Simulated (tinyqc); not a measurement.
Deal-Grove kinetics of thermal oxidation of silicon: one step, computed by the program tinyqc.

Oxidant diffuses through the oxide and reacts at the interface, so that dx/dt = B/(A + 2x) for the oxide thickness x.

Task: Two steps, the one at T2 first. B = B0 p exp(-E_B/(k_B T)), B/A = (B/A)0 p^m exp(-E_A/(k_B T)), p in atm; A = B/(B/A). Temperatures in kelvin are T(C) + 273.15. tau = (x_i^2 + A x_i)/B and x = (A/2) [sqrt(1 + 4 B (t + tau)/A^2) - 1], the root of x^2 + A x = B (t + tau). First t2 at T2 from x_i, then t at T from the thickness reached.

Inputs (values chosen for the exercise, close to those used for silicon):

| quantity | value | unit |
|---|---|---|
| prefactor B0 | 862 | um^2/h |
| activation energy E_B | 1.22 | eV |
| prefactor (B/A)0 | 6.93e+06 | um/h |
| activation energy E_A | 2.01 | eV |
| temperature T | 1050 | C |
| oxidant pressure p | 1 | atm |
| pressure exponent m of B/A | 0.71 | - |
| initial oxide x_i | 0.025 | um |
| time t | 0.11 | h |
| temperature of step 2, T2 | 1200 | C |
| time of step 2, t2 | 3.9 | h |

Ambient: dry oxygen. Surface: (111). Extension: second step.

length A = 0.1270060 um

parabolic constant B = 0.01943657 um^2/h

Constants: k_B = 8.617333262e-05 eV/K.

Give: thickness after t2 at T2; final thickness in this order.

Result:

thickness after t2 at T2 = 0.4467 um

final thickness in this order = 0.4488 um
